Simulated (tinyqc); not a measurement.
# Changing the plasma density n_e

Model: ion-assisted plasma etching: sheath, surface coverage, synergy and aspect-ratio dependence. Computed by tinyqc, a small Python program. Command: `OMP_NUM_THREADS=1 python tinyqc.py 3006480 3006481 out.jsonl etch sweep`. One thread of a shared host (Intel(R) Xeon(R) Processor @ 2.30GHz), about 0.01 s of CPU time with the checks.

Radicals adsorb on bare sites; ions remove covered sites with a high yield and bare sites by sputtering; a slow spontaneous reaction acts everywhere, walls included.

Inputs (values chosen for the exercise, close to those used for silicon dioxide in a fluorocarbon plasma):
```
quantity                                value       unit
electron temperature T_e                  3.4         eV
ion mass M_i                               69          u
sheath voltage V                          260          V
radical density n                     1.3e+12     1/cm^3
radical mass M_n                           31          u
gas temperature T_g                       400          K
sticking coefficient s                   0.42          -
radicals per removed unit x                 3          -
yield slope b                            0.32  eV^(-1/2)
threshold E_th                            7.5         eV
sputter slope b_p                       0.014  eV^(-1/2)
sputter threshold E_p                      27         eV
spontaneous reaction probability k_c    1e-06          -
solid density N                       2.2e+22     1/cm^3
ion temperature T_i                      0.13         eV
```

Feature: long trench.

Constants: e = 1.602176634e-19 C; u = 1.6605390666e-27 kg; k_B = 1.380649e-23 J/K; eps_0 = 8.8541878128e-12 F/m.

Method:
- Bohm speed u_B = sqrt(e T_e/M_i); ion flux G_i = 0.61 n_e u_B; radical flux G_n = n c/4 with c = sqrt(8 k_B T_g/(pi M_n)).
- Debye length lambda_D = sqrt(eps_0 T_e/(e n_s)) with n_s = 0.61 n_e, T_e in volts; Child-law sheath d = (sqrt2/3) lambda_D (2 V/T_e)^(3/4); ion energy E = V + T_e/2; angular spread = arctan(sqrt(T_i/E)).
- Yields: Y = b (sqrt(E) - sqrt(E_th)) on covered sites, Y_p = b_p (sqrt(E) - sqrt(E_p)) on bare ones (zero below threshold).
- Steady coverage: s G_n (1 - theta) = x Y G_i theta; removal flux = Y G_i theta + Y_p G_i (1 - theta) + k_c G_n; rate = flux/N, 1 cm/s = 6e8 nm/min.
- Lateral rate = k_c G_n/N; anisotropy = 1 - lateral/vertical; synergy = vertical/(ions alone + radicals alone), with ions alone Y_p G_i/N and radicals alone the lateral rate.

One run for each value:
```
plasma density n_e (1/cm^3)  vertical rate (nm/min)  coverage theta  anisotropy  sheath thickness (um)
2.00e+09                                       21.4          0.6752      1.0000                   8046
4.30e+09                                       34.2          0.4916      1.0000                   5487
9.50e+09                                       48.8          0.3044      1.0000                   3692
2.10e+10                                       63.9          0.1653      1.0000                   2483
4.50e+10                                       82.3          0.0846      1.0000                   1696
2.10e+11                                      178.4          0.0194      1.0000                    785
4.60e+11                                      318.5          0.0090      1.0000                    531
1.00e+12                                      619.9          0.0041      1.0000                    360
```

Give the missing row, plasma density n_e (1/cm^3) = 9.70e+10.

Computed row:
```
plasma density n_e (1/cm^3)  vertical rate (nm/min)  coverage theta  anisotropy  sheath thickness (um)
9.70e+10                                      114.1          0.0411      1.0000                   1155
```

Interpolating between the two neighbouring rows (the first column on a logarithmic scale, the others too where they are positive) misses most in vertical rate (nm/min), by 6.2 %. Over the rows, vertical rate (nm/min) rises from 21.4 to 620 (exponent d ln y / d ln x 0.61 between the first rows and 0.86 between the last); coverage theta falls from 0.675 to 0.00414 (exponent d ln y / d ln x -0.41 between the first rows and -0.99 between the last); anisotropy rises from 0.999978 to 0.999999. The exponent of sheath thickness stays at -0.50: the sheath scales with the Debye length. More ions strip the radicals, so control passes from ions to radicals.

Caution (rows 2.00e9, 4.30e9, 9.50e9, 2.10e10): a sheath of several millimetres is collisional at usual pressures, which lowers the ion energy and widens the angles.
